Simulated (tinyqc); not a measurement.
# Thermal, flicker and telegraph noise of a field-effect transistor, step by step

A worked calculation. Computed by tinyqc, a small Python program that keeps every step. Command: `OMP_NUM_THREADS=1 python tinyqc.py 3031354 3031355 out.jsonl noise walk`. One thread of a shared host (Intel(R) Xeon(R) Processor @ 2.30GHz), about 0.01 s of CPU time with the checks. Intermediate numbers are printed to about 5 digits and carried at full precision; extremes and crossings named in words are read from the listed rows.

Strong inversion, threshold roll-off and channel-length modulation left out; noise sources are uncorrelated and are given as one-sided spectral densities.

Inputs (values chosen for the exercise, modelled on a high-k silicon transistor):

| quantity | value | unit |
|---|---|---|
| width W | 230 | micrometre |
| length L | 1600 | nm |
| electrical oxide thickness t | 2.5 | nm |
| mobility mu | 140 | cm^2/(V s) |
| saturation velocity v_s | 0.75 | 1e7 cm/s |
| overdrive V_ov | 0.49 | V |
| thermal noise factor gamma | 0.667 | - |
| oxide trap density N_t | 2.9e+17 | 1/(eV cm^3) |
| oxide barrier phi | 2.5 | eV |
| oxide mass m_ox | 0.2 | m_0 |
| frequency f | 40 | Hz |
| temperature T | 300 | K |

Operating region: saturation. Flicker model: number fluctuation.

Constants: eps_0 = 8.8541878128e-12 F/m; hbar = 1.054571817e-34 J s; m_0 = 9.1093837015e-31 kg; e = 1.602176634e-19 C; k_B = 8.617333262e-05 eV/K; k_B = 1.380649e-23 J/K.

## Operating point

C_ox = 3.9 eps_0/t; V_c = 2 v_s L/mu; I = W C_ox v_s V_ov^2/(V_ov + V_c); g_m = W C_ox v_s V_ov (V_ov + 2 V_c)/(V_ov + V_c)^2; g_d0 = mu C_ox (W/L) V_ov.

C_ox = 1.3813 microfarad/cm^2

drain current I = 3244.4 microampere

g_m = 13058 microsiemens

g_d0 = 13621 microsiemens

## Flicker noise

Tunnelling length lambda = hbar/(2 sqrt(2 m_ox phi)); flat-band noise S_Vfb = e^2 k_B T lambda N_t/(W L C_ox^2 f). S_I = g_m^2 S_Vfb.

tunnelling length lambda = 1.3802 angstrom

S_Vfb = 9.4581e-15 V^2/Hz

flicker S_I = 1.6128e-18 A^2/Hz

flicker S_I/I^2 = 1.5322e-13 1/Hz

## Thermal noise and corner

Thermal: S_I = 4 k_B T gamma g_d0; input-referred S_V = S_I/g_m^2; corner f_c where flicker equals thermal. Total input noise from 1 Hz to f_c: sqrt(S_V,thermal [f_c ln(f_c/1 Hz) + f_c - 1 Hz]).

thermal S_I = 1.5052e-22 A^2/Hz

input-referred thermal noise = 0.93953 nV/sqrt(Hz)

corner frequency f_c = 4.2860e+05 Hz

input noise up to f_c = 2.2988 microvolt

full shot noise 2eI over thermal S_I = 6.9068

At f the noise is flicker dominated (f_c/f = 10700).

## How many traps?

Active traps per decade of time constant: N_dec = N_t k_B T W L lambda ln(10); a single trap at the interface shifts the threshold by e/(W L C_ox) and the current by g_m times that; tunnelling depth for frequency f, z = lambda ln(1/(2 pi f tau_0)), tau_0 = 1e-10 s.

traps per decade = 876.80

threshold step of one trap = 3.1520e-05 mV

current step of one trap = 1.2687e-05 %

depth probed at f = 2.4152 nm

With several traps per decade their Lorentzians merge into 1/f.

## Telling the models apart

The formulas are those given above.

Against the overdrive:

| V_ov (V) | I (microampere) | (g_m/I)^2 (1/V^2) | S_I/I^2 (1/Hz) | S_I/g_m^2 (V^2/Hz) |
|---|---|---|---|---|
| 0.20 | 550 | 98.850 | 9.3494e-13 | 9.4581e-15 |
| 0.25 | 856 | 63.083 | 5.9665e-13 | 9.4581e-15 |
| 0.32 | 1397 | 38.350 | 3.6272e-13 | 9.4581e-15 |
| 0.40 | 2173 | 24.433 | 2.3109e-13 | 9.4581e-15 |
| 0.50 | 3376 | 15.550 | 1.4707e-13 | 9.4581e-15 |
| 0.63 | 5321 | 9.724 | 9.1971e-14 | 9.4581e-15 |
| 0.80 | 8499 | 5.974 | 5.6507e-14 | 9.4581e-15 |
| 1.00 | 13133 | 3.783 | 3.5776e-14 | 9.4581e-15 |

S_I/I^2 falls as V_ov^-2.01 at first and V_ov^-2.05 at the end; (g_m/I)^2 as V_ov^-2.01 and V_ov^-2.05. The two run parallel and the input-referred noise is flat: the mark of pure number fluctuation.

Checks made by the program: g_m against a numerical derivative of I (relative difference below 1e-10).
